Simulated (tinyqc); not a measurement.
# Free and trapped electrons in a MOS channel with a dense trap tail, step by step

Numbers from tinyqc (`OMP_NUM_THREADS=1 python tinyqc.py 2222216 2222217 out.jsonl`; about 0.02 s on one thread of a shared Intel Xeon 2.30GHz). Printed values are rounded.

p-type body, charge-sheet picture, full ionisation (an idealisation for deep acceptors), Boltzmann statistics for free electrons. e = Ec - EF at the surface. Acceptor-like traps of density D(E) = D0 + De exp(-E/Ew) at depth E below Ec, from 0 to Eu, hold n_t = integral of D(E)/(1 + exp((e - E)/Vt)). psi = Eg - Vt ln(Nv/Na) - e; N_dep = sqrt(2 eps0 eps_r Na (psi - Vt)/q); n_f = sqrt(N_dep^2 + 2 eps0 eps_r Vt Nc exp(-e/Vt)/q) - N_dep; Vg = Vfb + psi + q (N_dep + n_t + n_f)/Cox, Cox = eps0 eox/tox.

Parameters, values chosen for the exercise; band and dielectric values close to those of 4H silicon carbide:
```
symbol,value,unit,meaning
T,300,K,temperature
Eg,3.21,eV,band gap
eps_r,9.76,,relative permittivity
Nc,1.67e19,cm^-3,conduction-band density of states at T
Nv,2.46e19,cm^-3,valence-band density of states at T
eox,3.9,,relative permittivity of the insulator
tox,36,nm,insulator thickness
Na,5.2e15,cm^-3,acceptor density
Vfb,-2.02,V,flat-band voltage without trapped charge
D0,1.4e10,cm^-2 eV^-1,constant background density of acceptor-like traps
De,6.2e12,cm^-2 eV^-1,density of the tail at the conduction edge
Ew,0.11,eV,decay energy of the tail
Eu,0.6,eV,depth below Ec down to which the traps reach
mf,230,cm^2/(V s),mobility of free electrons
e,0.158,eV,Ec - EF at the surface
```

Constants: q = 1.602176634e-19 C, kB = 1.380649e-23 J/K, Vt = kB T/q, eps0 = 8.8541878128e-14 F/cm where lengths are in cm. Results are converted to the units shown.

## Trapped charge

Trapezoid rule on 13 equal steps from 0 to Eu, f = 1/(1 + exp((e - E)/Vt)).

```
point      E (eV)  D(E) f (cm^-2 eV^-1)
0               0           1.374442e10
1      0.04615385           5.333659e10
2      0.09230769           1.966515e11
3       0.1384615           5.671826e11
4       0.1846154           8.631602e11
5       0.2307692           7.310254e11
6       0.2769231           5.089915e11
7       0.3230769           3.421548e11
8       0.3692308           2.300177e11
9       0.4153846           1.560286e11
10      0.4615385           1.073626e11
11      0.5076923           7.536983e10
12      0.5538462           5.433983e10
13            0.6           4.051628e10
```

n_t = 1.805885e11 cm^-2

With 1600 steps n_t = 1.807e11 cm^-2; the coarse value is 0.066 % below it.

## Charges and gate voltage

psi, N_dep, n_f and Vg as defined, with the n_t given; free share n_f/(n_f + n_t); apparent mobility mf n_f/(n_f + n_t); gate voltage spent on traps q n_t/Cox.

psi = 2.833244 V
N_dep = 3.968371e11 cm^-2
n_f = 1.280131e10 cm^-2
Vg = 1.799112 V
free share = 6.619432 %
apparent mobility = 15.22469 cm^2/(V s)
gate voltage spent on traps = 0.3016405 V
